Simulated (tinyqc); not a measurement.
Landau levels of bilayer graphene: one step. Where EF lies. The numbers come from values chosen for the exercise (near those of bilayer graphene).

The zero level takes 4 n_B electrons and each higher level 4 n_B. At zero temperature and without broadening EF sits in the partly filled level.

Levels:

| label | E (meV) | gap above (meV) |
|---|---|---|
| 0,1 | 0.00000 | 7.41455 |
| 2 | 7.41455 | 5.27689 |
| 3 | 12.69143 | 5.05307 |
| 4 | 17.74450 | 4.91167 |
| 5 | 22.65617 | 4.79620 |
| 6 | 27.45237 | 4.69393 |
| 7 | 32.14629 | 4.60037 |
| 8 | 36.74666 | 4.51344 |

nu = 19.21869

Task: Fill the listed levels in order up to nu; give the partly filled level, its energy and its filled share.

Give: level; EF; filled share.

Result:

level: 5

EF = 22.656 meV
filled share = 0.805

Computed by tinyqc, a small Python program: `OMP_NUM_THREADS=1 python tinyqc.py 1280890 1280891 out.jsonl` (the numbers bound the seed that draws the inputs); one thread of a shared host (Intel(R) Xeon(R) Processor @ 2.30GHz), about 0.01 s for the whole set of steps.
